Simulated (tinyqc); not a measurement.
Inside a calculation. Model: read current of a NAND string, cells in series solved by shooting.

Program tinyqc, `OMP_NUM_THREADS=1 python tinyqc.py 2142121 2142122 out.jsonl`; Intel Xeon 2.30GHz, shared host, one thread, about 0.5 s. Printed values are rounded.

Cells in series, numbered from 0 at the source line (0 V) to the bit line, each followed by a gap resistance Rg. A cell with gate Vg, threshold VT, source Vs and drain Vd passes I = 2 nf K Vt^2 [F(Vs) - F(Vd)]/(1 + th max(Vg - VT, 0)), F(V) = ln^2(1 + exp((Vg - VT - nf V)/(2 nf Vt))). The selected cell has Vg = Vr, the others Vg = Vp.

Parameters, values chosen for the exercise; values of the order met in vertical NAND strings: temperature T = 358 K; gain factor of a cell K = 9.4 uA/V^2; slope factor nf = 2.5; mobility reduction factor th = 0.1 1/V; resistance of the gap between cells Rg = 16 kohm; bit-line voltage Vbl = 0.4 V; pass voltage Vp = 7.3 V; read voltage on the selected word line Vr = 3.45 V.

Constants: q = 1.602176634e-19 C, kB = 1.380649e-23 J/K, Vt = kB T/q. Results are converted to the units shown.

## Step 1: node voltages for a trial current

first trial current = 0.84 uA
thresholds from the source end, cell 0 to 5 (V): [3.2, -1.5, 1.9, -1.5, -1.5, 3.2]

For a trial current I start at 0 V and, cell by cell (the selected one is cell 2), solve for the drain: sqrt(F(Vd)) = sqrt(F(Vs) - I/k), k = 2 nf K Vt^2/(1 + th max(Vg - VT, 0)), Vd = [Vg - VT - 2 nf Vt ln(exp(sqrt F) - 1)]/nf, then add I Rg.

node voltage after each cell and gap, trial 1, cell 0 to 5 (V): [0.04446517, 0.07729441, 0.1730742, 0.2066530, 0.2404370, 0.2903639]

## Step 2: node voltages for a trial current

second trial current = 0.95 uA

As before.

node voltage after each cell and gap, trial 2, cell 0 to 5 (V): [0.05033240, 0.08750610, 0.1991580, 0.2373231, 0.2757572, 0.3333988]

## Course of the secant iteration

Secant steps on the end voltage less Vbl, from the two trials; a trial above the saturation current of a cell has no solution and is moved halfway to the previous trial. Stop below 1e-9 V.

Course of the iteration:
```
iteration    I (uA)  end voltage - Vbl (V)  halvings
1          1.120237                3.57e-3         0
2          1.111572               -1.21e-4         0
3          1.111856               -2.25e-7         0
4          1.111856               1.41e-11         0
```

Converged in 4 iterations to I = 1.1119 uA. The selected cell takes 29.9 % of the bit-line voltage and the gaps together 26.7 %.
